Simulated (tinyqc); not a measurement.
From results back to parameters: two-band k.p model of the Delta valleys near the X point under shear strain. Three cases, with inputs chosen for the exercise.

Problem. Under a shear strain exy (|eta| < 1) the valley on the [001] axis has ml(eta) = ml/(1 - eta^2), 1/m[110] = 1/mt + eta/Mp and 1/m[1-10] = 1/mt - eta/Mp with Mp > 0, eta = D exy/Delta, Delta = 2 c k0^2/ml, k0 = kx0 2 pi/a, c = hbar^2/2m0.

Constants: hbar^2/2m0 = 3.80998211 eV angstrom^2.

Case 1.

Values chosen (near those of Si; the results hold for these values, not for the real material): a = 5.423 angstrom (lattice constant); ml = 0.926 m0 (longitudinal mass); kx0 = 0.155 2 pi/a (distance of the minimum from X); exy = 0.016 (shear strain).

m[110], m[1-10], ml(eta) (m0): 0.11801040  0.63434792  2.74308234

Case 2.

Values chosen (near those of Si; the results hold for these values, not for the real material): a = 5.419 angstrom (lattice constant); ml = 0.921 m0 (longitudinal mass); kx0 = 0.15 2 pi/a (distance of the minimum from X); exy = 0.0023 (shear strain).

m[110], m[1-10], ml(eta) (m0): 0.17501026  0.21020532  0.93371995

Case 3.

Values chosen (near those of Si; the results hold for these values, not for the real material): a = 5.418 angstrom (lattice constant); ml = 0.894 m0 (longitudinal mass); kx0 = 0.157 2 pi/a (distance of the minimum from X); exy = -0.017 (shear strain).

m[110], m[1-10], ml(eta) (m0): 0.74261035  0.11756939  3.18928260

Find: mt; eta; Mp; D.

Solution. The mean of the two inverse transverse masses is 1/mt; eta^2 = 1 - ml/ml(eta), with the sign of 1/m[110] - 1/m[1-10] = 2 eta/Mp, which then gives Mp; D = eta Delta/exy.

Case 1.

mt = 0.199 m0
eta = 0.8139
Mp = 0.236 m0
D = 13.5 eV

Case 2.

mt = 0.191 m0
eta = 0.1167
Mp = 0.244 m0
D = 12.7 eV

Case 3.

mt = 0.203 m0
eta = -0.8483
Mp = 0.237 m0
D = 14.1 eV

Computed by tinyqc, one run a case: `OMP_NUM_THREADS=1 python tinyqc.py N N+1 out.jsonl` with N = 1081226, 1081228, 1081239; one thread of a shared Intel(R) Xeon(R) Processor @ 2.30GHz, about 0.01 s a run at most.
